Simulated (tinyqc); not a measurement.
Non-radiative capture by multiphonon emission, one effective mode: one step, computed by the program tinyqc.

The initial state (free carrier plus empty centre) lies dE above the final state; both have the same frequency and are displaced by dQ.

Task: Scaled coefficient, cross-section and lifetime. Sommerfeld factor of an attractive centre: s(k) = 2 pi nu/(1 - exp(-2 pi nu)), nu = sqrt(Ry*/E), Ry* = Ry m/eps^2, averaged over (2/sqrt(pi)) sqrt(x) exp(-x) dx with x = E/k_B T = t^2 (trapezoid, t to 6 in steps of 0.01). C = s C_0; v = sqrt(3 k_B T/m); sigma = C/v; tau = 1/(C N_t).

Inputs (values chosen for the exercise, for a model semiconductor):
```
quantity                 value   unit
carrier mass m           0.607    m_0
dielectric constant eps   11.6      -
temperature T              120      K
defect density N_t       9e+15  cm^-3
```

Centre: attractive.

C_0 = 1.604712e-07 cm^3/s

Constants: Ry = 13.605693123 eV; k_B = 8.617333262e-05 eV/K; k_B = 1.380649e-23 J/K; m_0 = 9.1093837015e-31 kg.

Give: Sommerfeld factor s; capture coefficient C; thermal velocity v; cross-section sigma; capture time.

Result:

Sommerfeld factor s = 17.273

capture coefficient C = 2.7718e-06 cm^3/s

thermal velocity v = 9.4810e+06 cm/s

cross-section sigma = 2.9235e-13 cm^2

capture time = 4.0086e-11 s

Caution: so large a cross-section lies beyond first-order perturbation theory; cascade capture or carrier supply would limit it.
